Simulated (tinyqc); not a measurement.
Worked calculation: wafer bonding and layer transfer: bond energy, gap closing, particles, bonding of dissimilar wafers and hydrogen blisters. Computed by tinyqc, a small Python program that keeps every step. Command: `OMP_NUM_THREADS=1 python tinyqc.py 3029236 3029237 out.jsonl bond walk`. One thread of a shared host (Intel(R) Xeon(R) Processor @ 2.30GHz), about 0.01 s of CPU time with the checks. Intermediate numbers are printed to about 6 digits and carried at full precision; extremes and crossings named in words are read from the listed rows.

gamma is the energy per area of each of the two surfaces; plates are isotropic, and both wafers have E1 and t1.

Inputs (values chosen for the exercise, for model wafers):

| quantity | value | unit |
|---|---|---|
| Young's modulus E1 | 134 | GPa |
| Poisson ratio nu | 0.24 | - |
| thickness t1 | 775 | micrometre |
| blade thickness t_b | 230 | micrometre |
| crack length L | 48.4 | mm |
| particle radius h | 0.13 | micrometre |
| radius of a shallow gap R | 0.015 | mm |
| half height of the gap h_g | 3.3 | nm |
| implant depth d | 0.39 | micrometre |
| hydrogen dose | 4.8 | 1e16/cm^2 |
| share of the dose released as H2 | 0.49 | - |
| surface energy of the weakened plane gamma_s | 1.4 | J/m^2 |
| anneal temperature T | 775 | K |

Pair: two equal wafers.

Constants: k_B = 1.380649e-23 J/K.

## Bond energy from the blade test

Two cantilevers opened by t_b: gamma = 3 t_b^2 E1 t1^3 E2 t2^3/(16 L^4 (E1 t1^3 + E2 t2^3)).

bond energy gamma = 0.0563710 J/m^2

An error of 5 % in L changes gamma by about 20 %. This is the level of van der Waals or hydrogen bonds, as after contact at room temperature.

## Does a shallow gap close?

E' = E1/(1 - nu^2), equal wafers of thickness t1 assumed. A gap of radius R closes if h_g < h_c: h_c = R^2/sqrt((2/3) E' t1^3/gamma) for R > 2 t1 (plate bending), h_c = 3.6 sqrt(R gamma/E') for R < 2 t1 (local deformation).

closable height h_c = 8.77892 nm

h_g/h_c = 0.375900

The gap closes.

## Void around a particle

E' = E1/(1 - nu^2), equal wafers assumed. Void radius in the plate regime: R_v = [(2/3) E' t1^3/gamma]^(1/4) h^(1/2). Below h_crit = 5 sqrt(t1 gamma/E') the wafers deform locally and R_v is of the order of h (taken as h).

critical particle radius = 0.0876423 micrometre

void radius = 1907.12 micrometre

The void is 15000 times the particle.

## Blistering after hydrogen implantation

A flat crack of radius r under a layer of thickness d, as a clamped plate: centre height w = 3 p r^4/(16 E' d^3), volume pi r^2 w/3, energy release G = 3 p^2 r^4/(32 E' d^3), E' = E1/(1 - nu^2). It grows when G = 2 gamma_s. The gas comes from the area pi r^2: p V = (dose x share/2) pi r^2 k_B T, and G = p w/2 = (3/2) N k_B T with N the H2 molecules per area. Share needed: G = 2 gamma_s. The pressure and height at growth are given for r = 10 d.

energy release G = 1.88749 J/m^2

share of the dose needed = 0.726893

pressure at growth = 32.9986 MPa

height at growth = 169.704 nm

The released gas does not suffice by this estimate. In this plate limit G depends on neither r nor d.

## Closable height against the size of the gap

The formulas are those given above.

Gap closing:

| R (mm) | regime | h_c (nm) | slope h_c/R |
|---|---|---|---|
| 1.00e-04 | local | 7.16796e-01 | 0.00716796 |
| 1.00e-03 | local | 2.26671e+00 | 0.00226671 |
| 1.00e-02 | local | 7.16796e+00 | 0.00071680 |
| 1.00e-01 | local | 2.26671e+01 | 0.00022667 |
| 5.00e-01 | local | 5.06851e+01 | 0.00010137 |
| 2.00e+00 | plate | 1.42970e+02 | 0.00007149 |
| 5.00e+00 | plate | 8.93565e+02 | 0.00017871 |
| 2.00e+01 | plate | 1.42970e+04 | 0.00071485 |
| 5.00e+01 | plate | 8.93565e+04 | 0.00178713 |

Roughness of 100 nm scale may be 0.72 nm in half height, waviness of radius 5 cm as much as 89 micrometre: h_c goes as R^(1/2) when the wafer deforms locally and as R^2 when it bends. The allowed slope is least near R = 2 t1, so defects about 4 t1 wide are the hardest to close; bow matters little.

Checks made by the program: gamma against the derivative of the beam energy (relative difference 2e-10).
